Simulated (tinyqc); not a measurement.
Boltzmann transport in a parabolic band with a power-law relaxation time: sweeps and comparisons. A value that a table varies takes the place of the one given here.

F_j(eta) = (1/Gamma(j + 1)) integral_0^infinity x^j dx/(1 + exp(x - eta)), which tends to exp(eta) for eta << 0.

n = N F_1/2(eta) with N = 2 (m kB T/(4 pi c))^(3/2) with c = hbar^2/2m0, in 1/angstrom^3; times 1e24 for 1/cm^3, m = md.

tau = tau0 x^r with x = E/kT. With K_j = Gamma(j + 1) F_j(eta): <tau> = tau0 (r + 3/2) K_(r+1/2)/((3/2) K_(1/2)); mu = <tau>/(mc m0/e), m0/e = 5.685630e-12 kg/C; Hall factor rH = (3/2) K_(1/2) (2r + 3/2) K_(2r+1/2)/((r + 3/2) K_(r+1/2))^2; Seebeck S = -(kB/e) [(r + 5/2) K_(r+3/2)/((r + 3/2) K_(r+1/2)) - eta]; Lorenz number L = (kB/e)^2 [(r + 7/2) K_(r+5/2)/((r + 3/2) K_(r+1/2)) - ((r + 5/2) K_(r+3/2)/((r + 3/2) K_(r+1/2)))^2]; kB/e in V/K. Valley anisotropy is left out of rH.

Constants: hbar^2/2m0 = 3.80998211 eV angstrom^2; kB = 8.617333262e-05 eV/K.

Values chosen for the exercise (masses near those of Ge; tau0 is set for a mobility of the usual size at this n, kL is a free input; freeze-out and phonon drag, which matter near 77 K, are left out; shifted at random, so the results belong to these values and not to a real crystal): md = 0.561 m0 (density-of-states mass); mc = 0.1208 m0 (conductivity mass); tau0 = 180 fs (tau at E = kT); r = -0.5 (exponent of tau); T = 300 K; kL = 3.7 W/(m K) (lattice thermal conductivity); ta = 260 fs (acoustic tau at E = kT and 300 K); ti = 280 fs (impurity tau at E = kT and 300 K); n = 5.3e+16 1/cm^3 (electron density).

## Doping: the thermoelectric optimum

tau0 is held fixed. sigma = e n mu with e = 1.602176634e-19 C; ZT = S^2 sigma T/(kL + L sigma T).

Results:
```
n (1/cm^3)    eta  mu (cm^2/(V s))  sigma (S/cm)     rH  S (microvolt/K)  L (1e-8)  S^2 sigma (mW/(m K^2))     ZT
1.0e+17     -4.65         1.97e+03          31.5  1.177             -574     1.487                    1.04  0.084
3.0e+17     -3.55         1.96e+03          94.4  1.176             -479     1.490                    2.17   0.17
1.0e+18     -2.32         1.94e+03           312  1.172             -377     1.503                    4.42   0.35
3.0e+18     -1.16         1.89e+03           911  1.160             -284     1.536                    7.35   0.54
6.0e+18     -0.36         1.83e+03      1.76e+03  1.144             -228     1.583                    9.12   0.60
1.0e+19      0.28         1.75e+03      2.80e+03  1.127             -188     1.640                    9.91   0.59
3.0e+19      2.01         1.48e+03      7.13e+03  1.076             -112     1.858                    8.93   0.35
5.0e+19      3.14         1.32e+03      1.06e+04  1.052              -83     2.002                    7.34   0.22
1.0e+20      5.26         1.09e+03      1.75e+04  1.026              -53     2.197                    4.97  0.098
3.0e+20     11.19              776      3.73e+04  1.006              -25     2.379                    2.39  0.024
```

|S| falls by 197 microvolt/K from the first to the third row (198 a decade in the non-degenerate range; holes, which count near the intrinsic density, and non-parabolicity are left out). The power factor peaks at 1e+19 1/cm^3 of those listed (eta = 0.28, S = -188); ZT is largest at 6e+18 1/cm^3 (eta = -0.36). mu changes by a factor 0.39 over the table and rH goes from 1.177 to 1.006. A real tau0 would fall with doping.

## The scattering mechanism

eta = -5.29127

Same eta for each exponent.

Results:
```
r                                     mechanism  <tau>/tau0     rH  S (microvolt/K)  L (1e-8 W ohm/K^2)
-0.5                           acoustic phonons       0.752  1.178           -628.5               1.486
0.0                  a constant relaxation time       1.000  1.000           -671.6               1.857
0.5   polar optical or piezoelectric scattering       1.505  1.104           -714.6               2.228
1.5                          ionised impurities       4.519  1.931           -800.8               2.970
```

From r = -1/2 to 3/2 |S| grows by 172.2 microvolt/K, against 2 kB/e = 172.3 in the non-degenerate limit: scattering that favours fast electrons raises the mean energy carried. rH is 1 only for constant tau and reaches 1.931 for r = 3/2; L spans 1.486 to 2.970 against the metallic 2.443.

## Mobility against temperature (two scattering mechanisms together, and the Matthiessen rule)

Non-degenerate electrons. 1/tau(x) = x^(1/2)/tA + 1/(tI x^(3/2)), x = E/kT, with tA = ta (T/300)^(-3/2) and tI = ti (T/300)^(3/2) (the screening logarithm is held fixed). <tau> = integral x^(3/2) tau exp(-x) dx/Gamma(5/2); mu = <tau>/(mc m0/e), m0/e = 5.685630e-12 kg/C. Matthiessen: 1/mu = 1/muA + 1/muI with <tau>A = tA Gamma(2)/Gamma(5/2), <tau>I = tI Gamma(4)/Gamma(5/2).

rH = <tau^2>/<tau>^2. ta and ti are inputs of their own, not tied to tau0.

Mobilities (cm^2/(V s)):
```
T (K)  acoustic  impurity  Matthiessen     exact     rH  Matthiessen/exact
40     5.85e+04       896          882       854  1.810              1.033
60     3.18e+04  1.65e+03     1.56e+03  1.43e+03  1.641              1.095
80     2.07e+04  2.53e+03     2.26e+03  1.91e+03  1.478              1.180
120    1.13e+04  4.65e+03     3.29e+03  2.45e+03  1.253              1.342
160    7.31e+03  7.17e+03     3.62e+03  2.55e+03  1.137              1.418
220    4.53e+03  1.16e+04     3.26e+03  2.33e+03  1.060              1.396
300    2.85e+03  1.84e+04     2.47e+03  1.90e+03  1.031              1.296
400    1.85e+03  2.83e+04     1.74e+03  1.45e+03  1.033              1.197
550    1.15e+03  4.57e+04     1.12e+03  1.00e+03  1.054              1.114
```

The exact mobility peaks at 160 K of those listed. The two mechanisms are equal between 160 and 220 K. The rule overestimates everywhere, most at 160 K (by 42 %), since impurities stop the slow electrons and phonons the fast ones. rH runs between 1.031 and 1.810; the pure limits are 1.178 and 1.933, and the mixture dips below both, since the opposite energy slopes of the two rates leave tau nearly constant. Optical and intervalley phonons, left out, lower real mobilities above about 150 K.

## What moves the coefficients

sigma = e n mu with e = 1.602176634e-19 C; ZT = S^2 sigma T/(kL + L sigma T). Each row changes one parameter from the base and keeps the others.

Results:
```
case                 mu (cm^2/(V s))  sigma (S/cm)  S (microvolt/K)      ZT
base                            1970         16.73           -628.5  0.0535
md = 0.729 m0                   1970         16.73           -662.4  0.0594
mc = 0.157 m0                   1516         12.87           -628.5  0.0412
n = 1.06e+17 1/cm^3             1969         33.43           -568.9  0.0874
tau0 = 270 fs                   2955         25.09           -628.5  0.0801
kL = 1.85 W/(m K)               1970         16.73           -628.5   0.107
T = 350 K                       1970         16.73           -648.4  0.0664
```

The largest shifts from the base row, up to three for each result and ties (the steps differ in size, so this ranks the rows, not the parameters). mu (cm^2/(V s)): tau0 +985, mc -454, n -1.45; unchanged at the printed digits by md, kL and T. sigma (S/cm): n +16.7, tau0 +8.36, mc -3.86; unchanged at the printed digits by md, kL and T. S (microvolt/K): n +59.7, md -33.8, T -19.9; unchanged at the printed digits by mc, tau0 and kL. ZT: kL +0.0533, n +0.0339, tau0 +0.0267. The row for T keeps tau0 fixed; for phonon scattering tau0 itself falls as T rises.

(tinyqc, `OMP_NUM_THREADS=1 python tinyqc.py 1680405 1680406 out.jsonl`, Intel(R) Xeon(R) Processor @ 2.30GHz, 1 thread, shared host, about 0.01 s.)
